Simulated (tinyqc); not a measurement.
Ion-assisted plasma etching: sheath, surface coverage, synergy and aspect-ratio dependence. Changing the sticking coefficient s. Computed by tinyqc, a small Python program. Command: `OMP_NUM_THREADS=1 python tinyqc.py 3030457 3030458 out.jsonl etch sweep`. One thread of a shared host (Intel(R) Xeon(R) Processor @ 2.30GHz), about 0.01 s of CPU time with the checks.

Radicals adsorb on bare sites; ions remove covered sites with a high yield and bare sites by sputtering; a slow spontaneous reaction acts everywhere, walls included.

Inputs (values chosen for the exercise, close to those used for silicon dioxide in a fluorocarbon plasma):
```
quantity                                value       unit
plasma density n_e                    1.4e+11     1/cm^3
electron temperature T_e                  4.3         eV
ion mass M_i                               69          u
sheath voltage V                          800          V
radical density n                       5e+13     1/cm^3
radical mass M_n                           19          u
gas temperature T_g                       600          K
radicals per removed unit x                 3          -
yield slope b                            0.27  eV^(-1/2)
threshold E_th                             25         eV
sputter slope b_p                       0.016  eV^(-1/2)
sputter threshold E_p                      26         eV
spontaneous reaction probability k_c  9.7e-06          -
solid density N                       2.2e+22     1/cm^3
ion temperature T_i                      0.29         eV
aspect ratio A                            2.3          -
```

Feature: long trench.

Constants: e = 1.602176634e-19 C; u = 1.6605390666e-27 kg; k_B = 1.380649e-23 J/K; eps_0 = 8.8541878128e-12 F/m.

Method:
- Bohm speed u_B = sqrt(e T_e/M_i); ion flux G_i = 0.61 n_e u_B; radical flux G_n = n c/4 with c = sqrt(8 k_B T_g/(pi M_n)).
- Debye length lambda_D = sqrt(eps_0 T_e/(e n_s)) with n_s = 0.61 n_e, T_e in volts; Child-law sheath d = (sqrt2/3) lambda_D (2 V/T_e)^(3/4); ion energy E = V + T_e/2; angular spread = arctan(sqrt(T_i/E)).
- Yields: Y = b (sqrt(E) - sqrt(E_th)) on covered sites, Y_p = b_p (sqrt(E) - sqrt(E_p)) on bare ones (zero below threshold).
- Steady coverage: s G_n (1 - theta) = x Y G_i theta; removal flux = Y G_i theta + Y_p G_i (1 - theta) + k_c G_n; rate = flux/N, 1 cm/s = 6e8 nm/min.
- Lateral rate = k_c G_n/N; anisotropy = 1 - lateral/vertical; synergy = vertical/(ions alone + radicals alone), with ions alone Y_p G_i/N and radicals alone the lateral rate.
- Transmission of a long trench, rough form: K = (1 + ln(1 + A))/(1 + A + ln(1 + A)), walls that scatter diffusely without loss. With a loss probability S = s (1 - theta) at the floor, G_b/G_n = K/(K + S - K S); theta follows G_b, and the two are solved together. Ions are taken to reach the floor unshadowed; G_b replaces G_n in every term of the rate; A is depth over width.

One run for each value:
```
sticking coefficient s  vertical rate (nm/min)  coverage theta  floor rate over open-field rate  G_b/G_n
0.010                                    297.7         0.02519                          0.99717  0.98988
0.019                                    370.8         0.04679                          0.99239  0.98135
0.037                                    507.8         0.08726                          0.98172  0.96571
0.072                                    743.3         0.15685                          0.96328  0.93963
0.140                                   1111.4         0.26563                          0.93916  0.90032
0.270                                   1603.1         0.41093                          0.91775  0.84907
0.520                                   2152.6         0.57329                          0.90863  0.79096
1.000                                   2652.3         0.72096                          0.91561  0.73430
```

Over the rows, vertical rate (nm/min) rises from 298 to 2650 (exponent d ln y / d ln x 0.34 between the first rows and 0.32 between the last); coverage theta rises from 0.0252 to 0.721 (exponent d ln y / d ln x 0.97 between the first rows and 0.35 between the last); floor rate over open-field rate goes from 0.997 through a minimum among these rows, 0.909 at 0.520, to 0.916. A stickier floor draws the radical supply down, which adds lag, until the coverage saturates and the rate depends less on the supply.

Caution (all rows): a sheath of several millimetres is collisional at usual pressures, which lowers the ion energy and widens the angles. Caution (all rows): the trench transmission is an interpolation between the limits 1 and ln(A)/A, good to tens of per cent. Caution (rows 0.520, 1.00): an oxide etch rate above 2 um/min is far higher than usual in practice.

Extremes, crossings and ranges named in words are read from the listed rows.
